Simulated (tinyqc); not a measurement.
# Charges from the flat band at three thicknesses

Inverse problem. For a gate stack whose outer layer (permittivity e2) is made in three thicknesses t2, Vfb = V0 - (q/eps0) [Qb t2/e2 + r2 t2^2/(2 e2)], with Qb the sheet density of all charge below that layer and r2 the uniform density in it. Find V0, Qb and r2.

Parameters, values chosen for the exercise: relative permittivity of layer 2 e2 = 25.7.

Constants: q = 1.602176634e-19 C, eps0 = 8.8541878128e-14 F/cm where lengths are in cm. Results are converted to the units shown.

t2 (nm): [2.4, 4.6, 8.8]
Vfb (V): [-0.38809244, -0.44989751, -0.61898909]

Answer. A parabola through the three points gives the three coefficients.

V0 = -0.3417 V
Qb = 2.100e12 cm^-2
r2 = 5.400e18 cm^-3

tinyqc, about 0.01 s, one thread, Intel Xeon 2.30GHz (shared host): `OMP_NUM_THREADS=1 python tinyqc.py 2010069 2010070 out.jsonl`
